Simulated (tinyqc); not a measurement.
Heisenberg spin cluster by exact diagonalisation: multiplets, susceptibility, level crossings: one step, computed by the program tinyqc. Command: `OMP_NUM_THREADS=1 python tinyqc.py 3003083 3003084 out.jsonl spincl walk`. One thread of a shared host (Intel(R) Xeon(R) Processor @ 2.30GHz), about 0.01 s of CPU time with the checks.

H = J1 sum S_i.S_j over the bonds 1-2, 2-3, 3-4, 4-5, 5-6, 6-1 + J2 sum over 1-3, 2-4, 3-5, 4-6, 5-1, 6-2 - g mu_B B S_z; J > 0 is antiferromagnetic.

Question. Thermal averages at zero field. Z = sum k (2S + 1) exp(-E/(k_B T)) over the table, k the number of multiplets; <S^2> likewise with the factor S (S + 1); chi T = N_A g^2 mu_B^2 <S^2>/(3 k_B) = 0.125049 g^2 <S^2> cm^3 K/mol (cgs, per mole of clusters); C = (<E^2> - <E>^2)/(k_B T)^2; entropy = ln Z + <E>/(k_B T).

Inputs (values chosen for the exercise, for a model cluster): g factor = 2.2; temperature T = 130 K.

Cluster: ring of six with second neighbours J2. Spin s of each site: 0.5.

Levels at B = 0:
```
E (meV)    total S  number of multiplets
-16.27500        3                     1
-6.05000         2                     2
-4.17500         2                     1
-0.69268         1                     2
-0.28389         0                     1
0.00000          2                     2
1.05069          1                     1
4.17500          1                     1
6.05000          1                     2
10.22500         0                     2
10.91768         1                     2
11.04931         1                     1
12.38389         0                     1
16.27500         0                     1
```

Constants: k_B = 8.617333262e-05 eV/K.

Give: <S^2>; chi T; heat capacity; entropy.

Answer.

<S^2> = 7.0961

chi T = 4.2949 cm^3 K/mol

heat capacity = 0.56525 k_B

entropy = 3.8718 k_B

Free spins would give <S^2> = 4.5 and the entropy 4.159 k_B; chi T is 158 % of the free value.
